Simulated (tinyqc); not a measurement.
Resistance of a tapered via with liner, size effect and interface: one step of the calculation.

A round via whose diameter grows from db at the bottom as D(z) = db + 2 z/tan(ang). The fill, of diameter D - 2 tl, starts above the bottom liner (thickness fb tl) and has rho = rho0 (1 + ks lam/(D - 2 tl)); the sidewall liner conducts in parallel with it. The bottom liner and the interface are crossed over the full area pi db^2/4. Spreading in the lines above and below is left out.

Question. Slices of the via. Slices between z0 = fb tl and hv, evaluated at their midpoints: conductance per length pi/4 [(D - 2 tl)^2/rho + (D^2 - (D - 2 tl)^2)/rl], slice resistance = slice height over that. 6 slices.

Values chosen for this exercise; fill metal close to molybdenum:
- db = 50 nm (diameter at the bottom)
- hv = 120 nm (height)
- ang = 86 degrees (sidewall angle)
- rho0 = 5.35 uohm cm (bulk resistivity of the fill)
- lam = 11.2 nm (mean free path of the fill)
- ks = 1.3 (size-effect factor)
- tl = 0.5 nm (liner on the sidewall)
- fb = 0.5 (liner at the bottom over that on the sidewall)
- rl = 250 uohm cm (resistivity of the liner)

Wanted: z; D; rho; slice resistance.

Answer.

```
slice  z (nm)  D (nm)  rho (uohm cm)  slice resistance (ohm)
0      10.229  51.431         6.8946                 0.68814
1      30.188  54.222         6.8136                 0.61064
2      50.146  57.013         6.7407                 0.54543
3      70.104  59.804         6.6747                 0.49006
4      90.062  62.596         6.6146                 0.44266
5      110.02  65.387         6.5598                 0.40177
```

Computed by the program tinyqc: `OMP_NUM_THREADS=1 python tinyqc.py 2750054 2750055 out.jsonl`, one thread of a shared Intel Xeon 2.30GHz, about 0.01 s for the whole run.
